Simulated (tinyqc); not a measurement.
Spin coating of a resist or spin-on film: centrifugal thinning, evaporation and the final thickness (Emslie and Meyerhofer models): one step, computed by the program tinyqc.

A Newtonian film stays uniform over the wafer; solvent and solids have the same density and the concentration is uniform through the thickness.

Question. Rates. omega = 2 pi f/60; nu(c) = nu_s + k c^gamma; evaporation rate e = e0 sqrt(f/1000 rpm). Flow constant K = 2 omega^2/(3 nu(c0)); Reynolds number of the air omega R^2/nu_air with nu_air = 15 mm^2/s.

Inputs (values chosen for the exercise, of the order of those of a polymer resist in an ester solvent):
```
quantity                                 value          unit
solids volume fraction c0                 0.27             -
kinematic viscosity of the solvent nu_s    1.2        mm^2/s
viscosity constant k                       820        mm^2/s
viscosity exponent gamma                   3.1             -
spin speed f                               800           rpm
evaporation rate at 1000 rpm e0           0.14  micrometre/s
wafer radius R                             150            mm
```

Give: omega; nu(c0); evaporation rate e; flow constant K; Reynolds number of the air.

Answer.

omega = 83.78 1/s

nu(c0) = 15.36 mm^2/s

evaporation rate e = 0.1252 micrometre/s

flow constant K = 3.046e-04 1/(micrometre^2 s)

Reynolds number of the air = 1.257e+05
